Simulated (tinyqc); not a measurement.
From results back to parameters: quantum-confined Stark effect in a modulator well. Three cases, with inputs chosen for the exercise.

Problem. The shift of E_e + E_h was computed from a hidden field.

Envelopes on cells of 0.5 angstrom over the well |z| < L/2 and 45 angstrom of barrier on each side, psi = 0 beyond, psi'/m continuous (mean mass between points), c = hbar^2/2m0. The electron sees + e F z and the hole - e F z, each with its offset in the barriers; 1 kV/cm = 1e-5 eV/angstrom. Light holes, band mixing and escape by tunnelling are left out.

Constants: hbar^2/2m0 = 3.80998211 eV angstrom^2.

Find: F; local exponent d ln(shift)/d ln F.

Method. The shift grows steadily in size with F, so bisection finds one value; its slope is -e times the separation of the carriers.

Case 1.

Values chosen (near those of a GaAs well in AlGaAs; not measured data):
- L = 146 angstrom (well width)
- Vc = 0.266 eV (conduction offset)
- Vv = 0.135 eV (heavy-hole offset)
- me = 0.0646 m0 (electron, well)
- meb = 0.0909 m0 (electron, barrier)
- mh = 0.34 m0 (heavy hole along z, well)
- mhb = 0.4 m0 (heavy hole, barrier)

shift = -18.109 meV

Solution.

F = 51.0 kV/cm
local exponent d ln(shift)/d ln F = 1.65

Case 2.

Values chosen (near those of a GaAs well in AlGaAs; not measured data):
- L = 118 angstrom (well width)
- Vc = 0.269 eV (conduction offset)
- Vv = 0.138 eV (heavy-hole offset)
- me = 0.0694 m0 (electron, well)
- meb = 0.0938 m0 (electron, barrier)
- mh = 0.34 m0 (heavy hole along z, well)
- mhb = 0.387 m0 (heavy hole, barrier)

shift = -23.123 meV

Solution.

F = 81.0 kV/cm
local exponent d ln(shift)/d ln F = 1.68

Case 3.

Values chosen (near those of an InGaAsP well in InP; not measured data):
- L = 90 angstrom (well width)
- Vc = 0.181 eV (conduction offset)
- Vv = 0.278 eV (heavy-hole offset)
- me = 0.0481 m0 (electron, well)
- meb = 0.0767 m0 (electron, barrier)
- mh = 0.373 m0 (heavy hole along z, well)
- mhb = 0.519 m0 (heavy hole, barrier)

shift = -8.052 meV

Solution.

F = 68.0 kV/cm
local exponent d ln(shift)/d ln F = 1.89

Computed by tinyqc, one run a case: `OMP_NUM_THREADS=1 python tinyqc.py N N+1 out.jsonl` with N = 1280879, 1280904, 1280919; one thread of a shared Intel(R) Xeon(R) Processor @ 2.30GHz, about 0.2 s a run at most.
